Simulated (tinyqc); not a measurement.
Worked calculation: UHF in the sto-6g basis, for Li, spin multiplicity 2. This run ends on a higher stationary point, not on the lowest solution. One step of it, computed by the program tinyqc.

Task: Iteration 4: DIIS coefficients. Solve [B -1; -1 0][c; lambda] = [0; -1] for the coefficients, which sum to one.

B (overlaps of the stored error matrices):
```
               1              2              3              4
1  0.0000000e+00  0.0000000e+00  0.0000000e+00  0.0000000e+00
2  0.0000000e+00  5.0423506e-02  5.0423506e-02  5.0423506e-02
3  0.0000000e+00  5.0423506e-02  5.0423506e-02  5.0423506e-02
4  0.0000000e+00  5.0423506e-02  5.0423506e-02  5.0423506e-02
```

Give: DIIS coefficients.

Result:

DIIS coefficients: 1.0000  0.0000  0.0000  0.0000
